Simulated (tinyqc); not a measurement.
Bulk transistor, scale length and short-channel effects: two steps of the calculation.

A gate, an insulator of thickness ti and a depleted layer of depth ts on a conducting body. Below threshold the potential that source and drain add obeys Laplace's equation and vanishes on the gate and at the bottom of the depleted layer. Its lowest mode decays along the channel as exp(-k y); k is the smallest positive root of the matching condition at the interface, and the scale length is Lambda = pi/k.

Inputs (values chosen for the exercise); permittivities: semiconductor close to that of In0.53Ga0.47As, insulator close to that of silicon dioxide:
```
symbol,value,unit,meaning
T,300,K,temperature
eps_r,13.8,,relative permittivity of the semiconductor
ei,3.76,,relative permittivity of the insulator
ti,1.5,nm,insulator thickness
ts,24,nm,depletion depth
L,77,nm,channel length
Vbi,1,V,potential of the source
sT,0.59,V,potential of the barrier top at threshold
VTL,0.5,V,long-channel threshold
m,1.23,,long-channel body factor
Vds,0.8,V,drain voltage
```

Constants: q = 1.602176634e-19 C, kB = 1.380649e-23 J/K, Vt = kB T/q. Results are converted to the units shown.

Problem 1. Decay constant by Newton steps. f(k) = eps_r sin(k ti) cos(k ts) + ei cos(k ti) sin(k ts); f' by a central difference with +/- 1e-5 1/nm; k(new) = k - f/f'.

k at the start = 0.11375000 1/nm

Find: f; f'; k after iteration 1.

Solution 1.

f = -0.6651
f' = -123.1 nm
k after iteration 1 = 0.1083 1/nm

Problem 2. Threshold shift, barrier position and swing. Along the channel psi(y) = s + a exp(y/l) + b exp(-y/l) with psi(0) = Vbi, psi(L) = Vbi + Vds and l = 1/k = Lambda/pi; with A = Vbi - s, B = A + Vds, x = exp(-L/l): a = (B - A x) x/(1 - x^2), b = (A - B x)/(1 - x^2). The minimum is s + 2 sqrt(a b), at y = (l/2) ln(b/a). The long-channel potential follows the gate as s = sT + (Vg - VTL)/m, and the threshold VT is the gate voltage at which the minimum equals sT. Swing = m Vt ln 10/g at threshold, g = d(minimum)/ds = 1 - (b x + a)/((1 + x) sqrt(a b)).

l = 9.2310329 nm

Find: s at threshold; a; b; position of the minimum; VT; swing.

Solution 2.

s at threshold = 0.5675 V
a = 2.939e-4 V
b = 0.4322 V
position of the minimum = 33.66 nm
VT = 0.4723 V
swing = 75.89 mV/decade

The threshold lies 27.7 mV below the long-channel value, and the barrier top sits at 0.44 L from the source.

tinyqc, about 0.01 s, one thread, Intel Xeon 2.30GHz (shared host): `OMP_NUM_THREADS=1 python tinyqc.py 2420040 2420041 out.jsonl`
